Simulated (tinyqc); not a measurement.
Gas flow in a process chamber: flow regimes, conductance, effective pumping speed, pump-down, outgassing and purge: one step, computed by the program tinyqc. Command: `OMP_NUM_THREADS=1 python tinyqc.py 3121262 3121263 out.jsonl pump walk`. One thread of a shared host (Intel(R) Xeon(R) Processor @ 2.30GHz), about 0.07 s of CPU time with the checks.

Ideal gas, isothermal flow, a pump of constant speed at the end of a round pipe; process gas, volume gas and outgassing are given the same properties. 1 sccm = 101325 Pa x 1e-6 m^3/60 s x T/273.15 K.

Task: Purging a well-mixed chamber. With steady flow a contaminant decays as exp(-t/residence time); gas used = flow x time.

Inputs (values chosen for the exercise, modelled on water vapour near room temperature): temperature T = 300 K; process gas flow = 8.9 sccm.

residence time = 0.1528482 s

Give: time to dilute 1e3 times; time to dilute 1e6 times; gas used for 1e6.

Result:

time to dilute 1e3 times = 1.0558 s

time to dilute 1e6 times = 2.1117 s

gas used for 1e6 = 0.31323 standard cm^3
